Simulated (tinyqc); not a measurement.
# Worked calculation: free and trapped electrons in a MOS channel with a dense trap tail

Program tinyqc, `OMP_NUM_THREADS=1 python tinyqc.py 2222202 2222203 out.jsonl`; Intel Xeon 2.30GHz, shared host, one thread, about 0.02 s. Printed values are rounded.

p-type body, charge-sheet picture, full ionisation (an idealisation for deep acceptors), Boltzmann statistics for free electrons. e = Ec - EF at the surface. Acceptor-like traps of density D(E) = D0 + De exp(-E/Ew) at depth E below Ec, from 0 to Eu, hold n_t = integral of D(E)/(1 + exp((e - E)/Vt)). psi = Eg - Vt ln(Nv/Na) - e; N_dep = sqrt(2 eps0 eps_r Na (psi - Vt)/q); n_f = sqrt(N_dep^2 + 2 eps0 eps_r Vt Nc exp(-e/Vt)/q) - N_dep; Vg = Vfb + psi + q (N_dep + n_t + n_f)/Cox, Cox = eps0 eox/tox.

Inputs (values chosen for the exercise); band and dielectric values close to those of 4H silicon carbide: temperature T = 250 K; band gap Eg = 3.2 eV; relative permittivity eps_r = 9.78; conduction-band density of states at T Nc = 1.3e19 cm^-3; valence-band density of states at T Nv = 1.9e19 cm^-3; relative permittivity of the insulator eox = 3.9; insulator thickness tox = 31 nm; acceptor density Na = 1.5e16 cm^-3; flat-band voltage without trapped charge Vfb = -2.85 V; constant background density of acceptor-like traps D0 = 1.3e10 cm^-2 eV^-1; density of the tail at the conduction edge De = 5.2e13 cm^-2 eV^-1; decay energy of the tail Ew = 0.14 eV; depth below Ec down to which the traps reach Eu = 0.5 eV; mobility of free electrons mf = 90 cm^2/(V s); Ec - EF at the surface e = 0.072 eV.

Constants: q = 1.602176634e-19 C, kB = 1.380649e-23 J/K, Vt = kB T/q, eps0 = 8.8541878128e-14 F/cm where lengths are in cm. Results are converted to the units shown.

## Trapped charge

Trapezoid rule on 15 equal steps from 0 to Eu, f = 1/(1 + exp((e - E)/Vt)).

E, point 0 to 15 (eV): [0, 0.0333333, 0.0666667, 0.1, 0.133333, 0.166667, 0.2, 0.233333, 0.266667, 0.3, 0.333333, 0.366667, 0.4, 0.433333, 0.466667, 0.5]
D(E) f, point 0 to 15 (cm^-2 eV^-1): [1.77649e12, 5.84111e12, 1.41666e13, 2.00133e13, 1.89748e13, 1.56319e13, 1.24422e13, 9.82903e12, 7.75270e12, 6.11344e12, 4.82102e12, 3.80235e12, 2.99950e12, 2.36674e12, 1.86805e12, 1.47501e12]
n_t = 4.27495e12 cm^-2

With 1600 steps n_t = 4.282e12 cm^-2; the coarse value is 0.16 % below it.

## Charges and gate voltage

psi, N_dep, n_f and Vg as defined, with the n_t given; free share n_f/(n_f + n_t); apparent mobility mf n_f/(n_f + n_t); gate voltage spent on traps q n_t/Cox.

psi = 2.97409 V
N_dep = 6.91907e11 cm^-2
n_f = 7.34624e10 cm^-2
Vg = 7.37374 V
free share = 1.68941 %
apparent mobility = 1.52047 cm^2/(V s)
gate voltage spent on traps = 6.14879 V
